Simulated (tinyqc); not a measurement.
Rigid-ion and shell models of the dielectric response of an ionic crystal. Changing the hardness d/rho. Computed by tinyqc, a small Python program. Command: `OMP_NUM_THREADS=1 python tinyqc.py 3008471 3008472 out.jsonl shell sweep`. One thread of a shared host (Intel(R) Xeon(R) Processor @ 2.30GHz), about 0.01 s of CPU time with the checks.

Charges +Z and -Z; 6 nearest neighbours, Madelung constant M = 1.747565, volume per ion pair Omega = 2.000000 d^3. Energy per pair U = -M Z^2 e2/d + 6 A exp(-d/rho), e2 = e^2/(4 pi eps_0). In the shell model the anion is a core of charge Y - Z and a massless shell of charge -Y, joined by the spring k; the repulsion acts on the shell. Each ion feels the Lorentz field E + (4 pi/3) P (Gaussian units).

Inputs (values chosen for the exercise, for a model crystal):

| quantity | value | unit |
|---|---|---|
| nearest-neighbour distance d | 2.25 | angstrom |
| ionic charge Z | 1.81 | e |
| cation mass | 38.4 | u |
| anion mass | 79.9 | u |
| shell charge size Y | 2.35 | e |
| core-shell spring k | 85.1 | eV/angstrom^2 |
| cation polarisability alpha_+ | 0.043 | angstrom^3 |

Structure: rock salt.

Constants: e^2/(4 pi eps_0) = 14.39964548 eV angstrom; 1 eV/angstrom^3 = 160.2176634 GPa; nu for 1 eV/(angstrom^2 u) = 15.6333042 THz; 1 THz = 33.35640952 1/cm.

Method:
- Zero pressure fixes 6 A exp(-d/rho) = M Z^2 e2 rho/d^2. Then U = -(M Z^2 e2/d)(1 - rho/d), B = M Z^2 e2 (d/rho - 2)/(9 Omega d), and the spring of one sublattice against the other is R = (1/3) x (Laplacian of the repulsion summed over neighbours) = M Z^2 e2 (d/rho - 2)/(3 d^3), so R = 3 B Omega/d^2.
- Eliminating the shell gives the anion polarisability alpha_- = Y^2 e2/(k + R), the Szigeti charge Z_S = Z - Y R/(k + R) and the softened spring R' = k R/(k + R). With b = 4 pi (alpha_+ + alpha_-)/(3 Omega): eps_inf = (1 + 2b)/(1 - b) (Clausius-Mossotti); Born charge Z* = Z_S (eps_inf + 2)/3.
- mu lambda_TO = R' - (4 pi e2/(3 Omega)) Z_S^2/(1 - b); mu lambda_LO = mu lambda_TO + 4 pi e2 Z*^2/(eps_inf Omega); eps_s = eps_inf lambda_LO/lambda_TO.
- lambda in eV/(angstrom^2 u) gives the wavenumber 15.6333042 x 33.35640952 x sqrt(lambda); mu is the reduced mass.

One run for each value:

| hardness d/rho | eps_s | omega_TO (1/cm) | share of R' left after the dipole term | bulk modulus B (GPa) | eps_inf | omega_LO (1/cm) |
|---|---|---|---|---|---|---|
| 6.23 | 20.549 | 123.11 | 0.15864 | 121.11 | 1.5771 | 444.39 |
| 7.12 | 8.684 | 194.20 | 0.33347 | 146.60 | 1.5627 | 457.79 |
| 8.01 | 5.797 | 243.17 | 0.45521 | 172.08 | 1.5491 | 470.38 |
| 8.90 | 4.494 | 281.94 | 0.54450 | 197.56 | 1.5361 | 482.24 |
| 9.79 | 3.753 | 314.43 | 0.61253 | 223.04 | 1.5238 | 493.45 |
| 10.70 | 3.265 | 343.13 | 0.66695 | 249.10 | 1.5118 | 504.29 |
| 12.50 | 2.683 | 390.53 | 0.74516 | 300.63 | 1.4896 | 524.12 |
| 13.40 | 2.493 | 410.79 | 0.77430 | 326.40 | 1.4793 | 533.32 |
| 14.20 | 2.358 | 427.30 | 0.79627 | 349.31 | 1.4705 | 541.14 |

Give the missing row, hardness d/rho = 11.60.

Computed row; columns: (1) hardness d/rho; (2) eps_s; (3) omega_TO (1/cm); (4) share of R' left after the dipole term; (5) bulk modulus B (GPa); (6) eps_inf; (7) omega_LO (1/cm):
```
(1)      (2)     (3)      (4)     (5)     (6)     (7)
11.60  2.930  368.14  0.71001  274.87  1.5004  514.46
```

Interpolating between the two neighbouring rows (linearly) misses most in eps_s, by 1.5 %. Over the rows, eps_s falls from 20.5 to 2.36 (exponent d ln y / d ln x -6.5 between the first rows and -0.96 between the last); omega_TO (1/cm) rises from 123 to 427 (exponent d ln y / d ln x 3.4 between the first rows and 0.68 between the last); share of R' left after the dipole term rises from 0.159 to 0.796 (exponent d ln y / d ln x 5.6 between the first rows and 0.48 between the last). Softer repulsion leaves less spring against the dipole field: omega_TO drops and eps_s climbs towards a ferroelectric instability.
